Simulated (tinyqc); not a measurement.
Kinetics of strain relaxation and threading dislocations in mismatched semiconductor layers: one step, computed by the program tinyqc. Command: `OMP_NUM_THREADS=1 python tinyqc.py 3030809 3030810 out.jsonl threading walk`. One thread of a shared host (Intel(R) Xeon(R) Processor @ 2.30GHz), about 0.01 s of CPU time with the checks.

60-degree dislocations on {111} planes of a (001) layer, isotropic elasticity. The Schmid factor is 1/sqrt(6), and a misfit segment relieves strain with b/2.

Task: Relaxation in the anneal. Excess resolved stress tau = (1/sqrt 6) [2 G (1 + nu)/(1 - nu)] (e - e_eq), e_eq = b (1 - nu/4) [ln(h/b) + 1]/(4 pi (1 + nu) h), the Matthews-Blakeslee strain of an uncapped layer; glide velocity v = v0 tau exp(-Q/(k_B T)), tau in MPa. Threads run in two directions, so de/dt = -(b/4) rho v, with rho fixed. With x = e - e_eq, x0 = f - e_eq (fully strained at t = 0) and v = m S x (m the mobility, S x = tau): x = x0 exp(-t/t_r), t_r = 4/(b rho_0 m S). The half time is that at which x = x0/2.

Inputs (values chosen for the exercise, modelled on Si(0.8)Ge(0.2) on Si):
```
quantity                         value      unit
misfit f                       0.00784         -
shear modulus G                     63       GPa
Poisson ratio nu                  0.27         -
Burgers vector b                  3.88  angstrom
anneal temperature T               990         K
anneal time t                       30         s
initial thread density rho_0    180000    1/cm^2
multiplication constant delta    27000       1/m
```

Sources: fixed density of threads.

mobility v/tau = 9.890398e-07 m/s per MPa

equilibrium strain e_eq = 0.001738712

Give: strain left e; share of the excess strain relieved; thread density; half time.

Result:

strain left e = 0.005576

share of the excess strain relieved = 37.10 %

thread density = 180000 1/cm^2

half time = 44.85 s

Relaxation is under way. The misfit lines laid down are 0.086 micrometre apart. Caution: blocking of threads by crossing misfit lines, left out here, leaves real layers with more strain.
